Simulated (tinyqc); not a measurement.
Worked calculation: fitting sp3s* parameters to three gaps by Newton steps. Values are carried at full precision from step to step, so a last printed digit may differ when a step is redone from the rounded ones.

sp3s* tight binding, nearest neighbours only: anion (a) at 0, cation (c) at a/4 (1,1,1), orbitals s, px, py, pz, s* on each; k in units of 2 pi/a. With phases e_j = exp(i (pi/2) k.n_j) for n = (1,1,1), (1,-1,-1), (-1,1,-1), (-1,-1,1): g0 = (e1+e2+e3+e4)/4, g1 = (e1+e2-e3-e4)/4, g2 = (e1-e2+e3-e4)/4, g3 = (e1-e2-e3+e4)/4. The diagonal holds the levels Esa, Epa, Exa (s*) and Esc, Epc, Exc. Anion-cation block: <sa|sc> = Vss g0; <sa|xc> = Vsapc g1; <xa|sc> = -Vscpa g1; <xa|xc> = Vxx g0; <xa|yc> = <ya|xc> = Vxy g3, <xa|zc> = <za|xc> = Vxy g2, <ya|zc> = <za|yc> = Vxy g1; <s*a|xc> = Vxapc g1; <xa|s*c> = -Vpaxc g1; y and z take g2 and g3 in place of g1; s-s* and s*-s* vanish.

Gaps are level 5 at Gamma, X = (1,0,0) and L = (1/2,1/2,1/2) less level 4 at Gamma; no spin-orbit coupling. Free parameters: Vss, Exa and Exc. H is linear in them, so by Hellmann-Feynman J_ij = <u|dH/dp_j|u> for level 5 at point i less the same for level 4 at Gamma. Newton: p(new) = p + J^-1 (target - gaps); stop when all misses are below 1e-7 eV.

Inputs chosen for the exercise (out of a larger set: near a published set for AlAs, fitted to gaps, whose masses and valley positions are rough; not measured data): p = (-7.593, 0.991, -1.155, 3.615, 7.546, 6.69, -6.695, 1.864, 4.328, 5.111, 5.49, 4.527, 5.046) eV (start, order Esa, Epa, Esc, Epc, Exa, Exc, Vss, Vxx, Vxy, Vsapc, Vscpa, Vxapc, Vpaxc); tg = (2.9447, 2.4012, 2.6385) eV (target gaps at Gamma, X, L).

## Gaps of the starting set

Compute the gaps and the misses.

gaps (eV): Gamma 3.0311, X 2.3007, L 2.6546

target less gap (eV): Gamma -0.0864, X 0.1005, L -0.0161

## The Jacobian

Form J and its singular values.

J:
```
,Vss,Exa,Exc
Gamma,-0.9012,0.0000,0.0000
X,0.0000,0.3726,0.0000
L,-0.2505,0.1323,0.0600
```

singular values: 0.9364  0.3939  0.0547

The gap at Gamma answers to Vss. The condition number is 17.1.

## The first Newton step

Solve J dp = target less gap; the columns of J are Vss, Exa and Exc.

dp (eV): Vss 0.096, Exa 0.270, Exc -0.462

## The iteration

Repeat with J formed anew.

Newton steps (eV):
```
i,Vss,Exa,Exc,Gamma,X,L,largest miss
0,-6.6950,7.5460,6.6900,3.0311,2.3007,2.6546,0.10
1,-6.5991,7.8156,6.2280,2.9448,2.3993,2.6207,0.018
2,-6.5990,7.8209,6.3869,2.9447,2.4012,2.6374,0.0011
3,-6.5990,7.8209,6.3981,2.9447,2.4012,2.6385,5.0e-06
4,-6.5990,7.8209,6.3981,2.9447,2.4012,2.6385,1.1e-10
```

Converged in 4 steps; the miss goes 0.10, 0.018, 0.0011, 5.0e-06, about squaring each time once it is small. The largest change is 0.292 eV in Exc, for a first miss of 0.100 eV.

## Checks

- J by Hellmann-Feynman against central differences: largest difference 3.6e-10.

Run: tinyqc, `OMP_NUM_THREADS=1 python tinyqc.py 1482513 1482514 out.jsonl`; Intel(R) Xeon(R) Processor @ 2.30GHz, one thread, shared host; about 0.2 s of CPU time with all checks.
